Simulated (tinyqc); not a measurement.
## Growth of the error with array size

Square N x N arrays wired as follows: each row is driven at its left end through one segment rw, neighbouring nodes are joined by rw, each column ends in one more rw and a virtual ground. All cells have G = 81.0 uS and all rows V = 0.1 V, so the ideal current is N V G. The nodal equations are solved exactly.

Parameters, values chosen for the exercise: wire resistance between neighbouring cells rw = 50 ohm.

Result of one run:

| ideal (uA) | first column (uA) | last column (uA) | error of the last column (%) | 100 N^2 rw G |
|---|---|---|---|---|
| 162.0 | 101.6 | 65.07 | -59.83 | 162.0 |

Which array size N gave this result: 2, 6, 16 or 20?

N = 20.

The whole series:

| N | ideal (uA) | first column (uA) | last column (uA) | error of the last column (%) | 100 N^2 rw G |
|---|---|---|---|---|---|
| 2 | 16.20 | 15.91 | 15.85 | -2.180 | 1.620 |
| 4 | 32.40 | 30.97 | 30.25 | -6.632 | 6.480 |
| 6 | 48.60 | 44.81 | 42.37 | -12.83 | 14.58 |
| 8 | 64.80 | 57.23 | 51.80 | -20.06 | 25.92 |
| 12 | 97.20 | 77.43 | 62.96 | -35.22 | 58.32 |
| 16 | 129.6 | 91.86 | 66.31 | -48.83 | 103.7 |
| 20 | 162.0 | 101.6 | 65.07 | -59.83 | 162.0 |

The error of the last column goes from -2.18 % at N = 2 to -59.8 % at N = 20, as N^(1.60) between N = 4 and 8 and N^(0.91) between the last two rows. The scale N^2 rw G (N segments carrying the current of up to N cells) is 1.29 times the error at N = 8. The last column carries 0.640 of the current of the first at N = 20.

tinyqc, about 0.02 s, one thread, Intel Xeon 2.30GHz (shared host): `OMP_NUM_THREADS=1 python tinyqc.py 2880060 2880061 out.jsonl`
